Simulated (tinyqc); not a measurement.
Rutherford backscattering from a thin compound film on silicon: kinematics, yields, composition and thickness. Changing the tilt of the sample. Computed by tinyqc, a small Python program. Command: `OMP_NUM_THREADS=1 python tinyqc.py 3030095 3030096 out.jsonl rbs sweep`. One thread of a shared host (Intel(R) Xeon(R) Processor @ 2.30GHz), about 0.01 s of CPU time with the checks.

Singly charged helium ions (Z1 = 2, M1 = 4.0026 u) enter at the tilt angle a1 to the normal and leave at a2 = |180 - theta - tilt| in the same plane. The film is A B_x.

Inputs (values chosen for the exercise, modelled on a helium beam on TiN): beam energy E0 = 1.6 MeV; scattering angle theta = 160 degrees; heavy element: Z_A = 22; heavy element: mass M_A = 47.9 u; heavy element: stopping eps_A at 2 MeV = 76.2 1e-15 eV cm^2; light element: Z_B = 7; light element: mass M_B = 14 u; light element: stopping eps_B at 2 MeV = 34.8 1e-15 eV cm^2; atoms of B per atom of A, x = 0.93; atomic density of the film = 104 1/nm^3; film thickness d = 35 nm; collected charge = 19 microcoulomb; detector solid angle = 4.8 msr; detector resolution (FWHM) = 14 keV.

Constants: e^2/(4 pi eps_0) = 14.39964548 eV angstrom; e = 1.602176634e-19 C.

Method:
- Kinematic factor K = [(sqrt(M^2 - M1^2 sin^2 theta) + M1 cos theta)/(M + M1)]^2.
- Surface edges lie at K E0; substrate silicon has M = 28.09 u. Mass resolution at M_A = resolution/(E0 dK/dM).
- Stopping per atom eps(E) = eps(2 MeV) (E/2 MeV)^(-0.4) (a law chosen for the exercise); Bragg rule eps_film = (eps_A + x eps_B)/(1 + x); areal density N d, with 1/nm^2 = 0.1 x 1e15/cm^2.
- Width of the signal of element i: [K_i eps(E0)/cos a1 + eps(K_i E0)/cos a2] N d; depth resolution = resolution x d/width of A; energy lost on the way in = eps(E0) N d/cos a1.
- Rutherford cross section in the laboratory frame: sigma = (Z1 Z e^2/(4 pi eps_0 4E))^2 (4/sin^4 theta) (r + cos theta)^2/r, r = sqrt(1 - (M1 sin theta/M)^2), times the screening factor 1 - 0.049 Z1 Z^(4/3)/E (E in keV); 1 angstrom^2 = 1e8 barn.
- Counts = (charge/e) x solid angle x sigma(E_mean) x areal density of the element/cos a1, E_mean = E0 - half the energy lost on the way in; 1 barn = 1e-24 cm^2. The ratio of areas returns x = (Y_B/Y_A)(sigma_A/sigma_B), with the counting error sqrt(1/Y_A + 1/Y_B).

One run for each value; columns: (1) tilt of the sample (degrees); (2) depth resolution (nm); (3) counting error of x without background (%); (4) energy lost on the way in (keV):
```
(1)     (2)     (3)     (4)
0    11.315  1.0909   22.39
15   11.573  1.0719   23.18
30   10.995  1.0141   25.85
45    9.607  0.9147   31.66
55    8.260  0.8219   39.03
65    6.592  0.7024   52.97
70    5.635  0.6294   65.45
75    4.582  0.5438   86.50
80    3.399  0.4394  128.92
```

What does the table show, and why?

Over the rows, depth resolution (nm) goes from 11.3 through a maximum among these rows, 11.6 at 15.0, to 3.40; counting error of x without background (%) falls from 1.09 to 0.439; energy lost on the way in (keV) rises from 22.4 to 129. Tilting lengthens the inward path at once but shortens the outward one up to 180 - theta, so only large tilts clearly sharpen the depth scale, until roughness and straggling (left out) take over.

Extremes, crossings and ranges named in words are read from the listed rows.
